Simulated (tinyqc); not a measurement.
## Offset from the accumulated charge

Question. Layer 1 (x < 0) accumulates electrons and layer 2 (x > 0) is depleted. Boltzmann statistics. Sheet densities from the first integral: Q1 = sqrt((2 eps0 eps_r Vt N1/q)(exp(u1) - u1 - 1)) extra electrons, Q2 = sqrt((2 eps0 eps_r Vt N2/q)(exp(-u2) + u2 - 1)) missing ones, u = V/Vt; neutrality Q1 = Q2 + si. V1 + V2 = dE + Vt ln[(N2/Nc2)/(N1/Nc1)]. Find V1, V2 and dE.

Parameters, values chosen for the exercise; values of the order of III-V alloys:
- T = 350 K (temperature)
- eps_r = 12.6 (relative permittivity of both layers)
- Nc1 = 5.2e17 cm^-3 (density of states of the narrow-gap layer 1)
- Nc2 = 1.1e18 cm^-3 (density of states of the wide-gap layer 2)
- N1 = 3.5e15 cm^-3 (donor density in layer 1)
- N2 = 7.4e16 cm^-3 (donor density in layer 2)
- si = 0 cm^-2 (fixed charge at the interface)

Constants: q = 1.602176634e-19 C, kB = 1.380649e-23 J/K, Vt = kB T/q, eps0 = 8.8541878128e-14 F/cm where lengths are in cm. Results are converted to the units shown.

Q1 = 3.3240915e11 cm^-2

Answer. Each sheet density rises steadily with its bending, so Q1 fixes V1 and Q2 = Q1 - si fixes V2.

V1 = 0.1324 V
V2 = 0.1371 V
dE = 0.2000 eV

Computed by the program tinyqc: `OMP_NUM_THREADS=1 python tinyqc.py 2410029 2410030 out.jsonl`, one thread of a shared Intel Xeon 2.30GHz, about 0.08 s for the whole run.
